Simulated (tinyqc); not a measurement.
# Random telegraph noise from one oxide trap in a small MOSFET, step by step

Computed by the program tinyqc: `OMP_NUM_THREADS=1 python tinyqc.py 2710020 2710021 out.jsonl`, one thread of a shared Intel Xeon 2.30GHz, about 0.01 s for the whole run. Printed values are rounded.

An acceptor-like trap exchanges electrons with the channel. Inversion charge Q = Cox u, u = n Vt W0(exp((Vg - VT)/(n Vt))), W0 the Lambert function, n = nf, Cox = eps0 eox/tox; linear regime Id = (W/L) mu Q Vd. Relative to threshold the surface potential rises by Vt ln(u/u0) and the oxide voltage by the rest of Vg - VT, with u0 = n Vt W0(1).

Inputs (values chosen for the exercise); values of the order met in silicon transistors: temperature T = 300 K; relative permittivity of the gate insulator (close to silicon dioxide) eox = 3.9; insulator thickness tox = 2.6 nm; depth of the trap from the channel interface xt = 0.37 nm; trap level above the channel Fermi level at threshold E0 = 0.12 eV; capture prefactor s0 = 5e-16 cm^2; capture barrier (lattice relaxation) EB = 0.31 eV; tunnelling decay length lt = 0.18 nm; thermal velocity vth = 1.4e7 cm/s; thickness of the inversion layer zi = 2.5 nm; threshold voltage VT = 0.4 V; body factor nf = 1.27; gate width W = 32 nm; gate length L = 22 nm; mobility mu = 150 cm^2/(V s); scattering coefficient of the charged trap asc = 0 V s; drain voltage Vd = 0.02 V; gate voltage Vg = 0.72 V.

Constants: q = 1.602176634e-19 C, kB = 1.380649e-23 J/K, Vt = kB T/q, eps0 = 8.8541878128e-14 F/cm where lengths are in cm. Results are converted to the units shown.

Range of the model: VT is taken as given; short-channel effects and the uneven flow of current among few electrons are left out.

## Trap level, time constants and occupancy

N = Cox u/q; dpsi = Vt ln(u/u0); E = E0 - dpsi - (xt/tox)(Vg - VT - dpsi); capture time tc = 1/[(N/zi) vth s0 exp(-xt/lt - EB/Vt)]; emission time te = tc exp(-E/Vt); occupancy te/(tc + te).

u = 0.252962 V
N = 2.09694e12 cm^-2
dpsi = 0.0674473 V
E = 0.0166125 eV
tc = 2.14656e-5 s
te = 1.12893e-5 s
occupancy = 0.344659

The trap lies 0.64 Vt above the Fermi level, so it is empty most of the time.

## Step height

A = W L; threshold step dV = q (1 - xt/tox)/(Cox A); gm/Id = 1/(u + n Vt); relative step dI/I = (gm/Id) dV + asc mu/A. Id as defined.

electrons in the channel N A = 14.7624
dV = 14.6970 mV
gm/Id = 3.49902 1/V
number part of dI/I = 5.14251 %
dI/I = 5.14251 %
Id = 1.46604 uA
dI = 75.3911 nA

## Lorentzian spectrum

Spectrum S(f) = 4 dI^2/{(tc + te)[(1/tc + 1/te)^2 + (2 pi f)^2]}; corner fc = (1/tc + 1/te)/(2 pi); variance dI^2 tc te/(tc + te)^2. Give S at f = 0, at fc and at 10 fc.

fc = 21512.3 Hz
S(0) = 3.79919e-20 A^2/Hz
S(fc) = 1.89959e-20 A^2/Hz
S(10 fc) = 3.76157e-22 A^2/Hz
rms current = 35.8301 nA

The rms value is 0.475 of the step; it reaches its largest share, 1/2, when tc = te.
